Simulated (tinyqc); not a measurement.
Inside a calculation. Method: tight binding, kagome lattice. Computed by tinyqc, a small Python program that keeps every step. Settings: t1 = 1.83, t2 = 1.33, delta = -0.1, bands filled = 1. Command: `OMP_NUM_THREADS=1 python tinyqc.py 27125 27126 out.jsonl` (the two numbers bound the seeds that draw the settings). One thread of a shared host (Intel(R) Xeon(R) Processor @ 2.60GHz), about 0.01 s of CPU time with the checks.

## Bloch Hamiltonian at k

Parameters chosen for this model:
```
parameter      value                unit
t1          1.830000    eV, up triangles
t2          1.330000  eV, down triangles
delta      -0.100000        eV on site C
```

k point k (fractions of the reciprocal vectors): [0.09000, 0.13000]

H_AB = -t1 - t2 exp(-i k.a1), H_AC = -t1 - t2 exp(-i k.a2), H_BC = -t1 - t2 exp(i k.(a1 - a2)), H_CC = delta.

H(k) at k (eV), order A, B, C:
```
[[0.00000, -2.95296+0.71265i, -2.74045+0.96953i],
 [-2.95296-0.71265i, 0.00000, -3.11822+0.33076i],
 [-2.74045-0.96953i, -3.11822-0.33076i, -0.10000]]
```

## Levels at k

Diagonalise the Hermitian matrix.

eigenvalues (eV): [-6.08803, 2.85488, 3.13314]

weights |c|^2 of the basis functions, order A, B, C:
```
[[0.32284, 0.56132, 0.11584],
 [0.33961, 0.00570, 0.65469],
 [0.33756, 0.43298, 0.22946]]
```

## Bloch Hamiltonian at K

k point K (fractions of the reciprocal vectors): [0.33333, 0.66667]

As before.

H(k) at K (eV), order A, B, C:
```
[[0.00000, -1.16500+1.15181i, -1.16500-1.15181i],
 [-1.16500-1.15181i, 0.00000, -1.16500+1.15181i],
 [-1.16500+1.15181i, -1.16500-1.15181i, -0.10000]]
```

## Levels at K

As before.

eigenvalues (eV): [-2.36429, -0.86286, 3.12714]

weights |c|^2 of the basis functions, order A, B, C:
```
[[0.32377, 0.33813, 0.33809],
 [0.32377, 0.33813, 0.33809],
 [0.35245, 0.32373, 0.32382]]
```

## Bands along a path

The same steps at evenly spaced points between the labelled ones.

Bands along the path (eV):
```
k            band 1    band 2   band 3
G          -6.35357   3.09357  3.16000
G-K 0.25   -5.94057   2.69602  3.14456
G-K 0.50   -4.81953   1.57882  3.14071
G-K 0.75   -3.33758   0.10208  3.13550
K          -2.36429  -0.86286  3.12714
K-M 0.25   -2.61413  -0.60768  3.12180
K-M 0.50   -2.99343  -0.22294  3.11636
K-M 0.75   -3.26384   0.05177  3.11207
M          -3.35923   0.14882  3.11041
M-K' 0.25  -3.26384   0.05177  3.11207
M-K' 0.50  -2.99343  -0.22294  3.11636
M-K' 0.75  -2.61413  -0.60768  3.12180
K'         -2.36429  -0.86286  3.12714
```

With 1 band(s) filled, the highest filled level on these points lies at K and the lowest empty one at K: a gap of 1.5014 eV, direct.
